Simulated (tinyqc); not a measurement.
Optical transitions of a finite quantum well: sweeps and comparisons. A value that a table varies takes the place of the one given here.

Each carrier sees a square well of width L with its own depth V and masses m (inside), mb (outside); c = hbar^2/2m0, k = sqrt(m E/c), kappa = sqrt(mb (V - E)/c), and level n solves k L + 2 atan[(k/m)/(kappa/mb)] = n pi. The envelope is cos(kz) for odd n and sin(kz) for even n inside, joins exp(-kappa (|z| - L/2)) outside, and is normalised to 1. Excitons and band mixing are left out.

Constants: hbar^2/2m0 = 3.80998211 eV angstrom^2; e^2/(4 pi eps0) = 14.39964547 eV angstrom; hc = 1239.841984 eV nm.

Values chosen for the exercise (near those of an InGaAs well in InP; not measured data): L = 155 angstrom (well width); Vc = 0.254 eV (conduction offset); me = 0.0407 m0 (electron, well); meb = 0.0838 m0 (electron, barrier); eps = 12.2 (background dielectric constant); Nss = (0.078, 0.2, 0.39, 0.78, 1.2, 1.6, 2.3) x 1e12/cm^2 (sheet densities); Eg = 0.822 eV (gap of the well); Vv = 0.365 eV (valence offset); mh = 0.37 m0 (heavy hole along z, well); mhb = 0.545 m0 (heavy hole, barrier); ml = 0.0529 m0 (light hole along z, well); mlb = 0.1156 m0 (light hole, barrier); Ls = (32, 53, 67, 80, 100, 147, 205) angstrom (widths).

## Depolarisation shift

The collective line lies at E12 sqrt(1 + a), a = 8 pi q (n1 - n2) S/(eps E12), q = e^2/(4 pi eps0), S = integral over z of (integral up to z of psi_1 psi_2)^2. Zero temperature with the mass me in both subbands: n1 - n2 = Ns until Ns reaches D E12, D = me/(2 pi c), and D E12 beyond. 1e12/cm^2 = 1e-4/angstrom^2; exchange and the static band bending by the charge are left out.

Line position:

| Ns (1e12/cm^2) | n1 - n2 | a | line (meV) | shift (meV) |
|---|---|---|---|---|
| 0.078 | 0.078 | 0.0418 | 65.92 | 1.34 |
| 0.20 | 0.200 | 0.1071 | 67.95 | 3.37 |
| 0.39 | 0.390 | 0.2089 | 71.01 | 6.43 |
| 0.78 | 0.780 | 0.4179 | 76.90 | 12.32 |
| 1.2 | 1.098 | 0.5882 | 81.39 | 16.81 |
| 1.6 | 1.098 | 0.5882 | 81.39 | 16.81 |
| 2.3 | 1.098 | 0.5882 | 81.39 | 16.81 |

S = 11.664 angstrom
E12 = 64.58 meV

How do the results move?

The upward shift grows from 1.34 to 16.81 meV, 26.0 % of E12 at most. It stops moving once e2 starts to fill, at Ns = 1.10 e12/cm^2. For small a the shift is a E12/2, linear in Ns; in the last row that rule gives 18.99 meV. S/L = 0.0752, against 5/(9 pi^2) = 0.0563 for hard walls.

## Width of the well

Edge wavelength hc/(Eg + e1 + hh1), squared e1-hh1 overlap, lh1 - hh1, and the 1-2 intersubband energy with f_12 = (m1/c) E12 z_12^2, 1/m1 = <1|1/m|1> (dash: e2 unbound).

Results:

| L (angstrom) | edge (nm) | overlap^2 | lh1 - hh1 (meV) | E12 (meV) | f_12 |
|---|---|---|---|---|---|
| 32 | 1236.7 | 0.7929 | 90.3 | - | - |
| 53 | 1336.0 | 0.8735 | 59.1 | - | - |
| 67 | 1374.6 | 0.9010 | 46.0 | 180.0 | 0.746 |
| 80 | 1399.9 | 0.9184 | 37.2 | 156.3 | 0.947 |
| 100 | 1426.7 | 0.9369 | 27.9 | 120.3 | 0.973 |
| 147 | 1460.7 | 0.9611 | 16.1 | 70.0 | 0.967 |
| 205 | 1479.8 | 0.9756 | 9.6 | 41.7 | 0.962 |

What does this show?

The edge tunes from 1237 to 1480 nm, towards hc/Eg = 1508 nm, while the overlap goes from 0.793 to 0.976. e2 binds at L = pi sqrt(c/(me Vc)) = 60.3 angstrom; f_12 starts from zero there and is 0.746 at 67 angstrom, the rest going to the continuum; among the widths listed it peaks at 0.973 (100 angstrom) and is 0.962 in the widest well, against 0.961 for hard walls.

## What each parameter does

Edge wavelength hc/(Eg + e1 + hh1), squared overlap of e1 and hh1, and the confinement energies. Each row changes one parameter from the base and keeps the others.

Results:

| case | edge (nm) | overlap^2 | e1 (meV) | hh1 (meV) |
|---|---|---|---|---|
| base | 1464.3 | 0.9638 | 21.1 | 3.6 |
| L = 171 angstrom | 1470.4 | 0.9684 | 18.2 | 3.0 |
| Eg = 0.838 eV | 1437.2 | 0.9638 | 21.1 | 3.6 |
| Vc = 0.292 eV | 1463.1 | 0.9689 | 21.8 | 3.6 |
| Vv = 0.292 eV | 1464.4 | 0.9670 | 21.1 | 3.5 |
| me = 0.0448 m0 | 1466.1 | 0.9689 | 20.0 | 3.6 |
| mh = 0.315 m0 | 1463.4 | 0.9677 | 21.1 | 4.1 |
| meb = 0.1006 m0 | 1465.9 | 0.9607 | 20.2 | 3.6 |

What does this show?

The largest shifts from the base row, up to three for each result and ties (the steps differ in size, so this ranks the rows, not the parameters). edge (nm): Eg -27.2, L +6.1, me +1.8. overlap^2: Vc +0.0051, me +0.0051, L +0.0046; unchanged at the printed digits by Eg. e1 (meV): L -2.9, me -1.0, meb -0.9; unchanged at the printed digits by Eg, Vv and mh. hh1 (meV): L -0.6, mh +0.5, Vv -0.1; unchanged at the printed digits by Eg, Vc, me and meb.

Program tinyqc; command `OMP_NUM_THREADS=1 python tinyqc.py 1251375 1251376 out.jsonl`; about 0.05 s on one thread of a shared Intel(R) Xeon(R) Processor @ 2.30GHz.
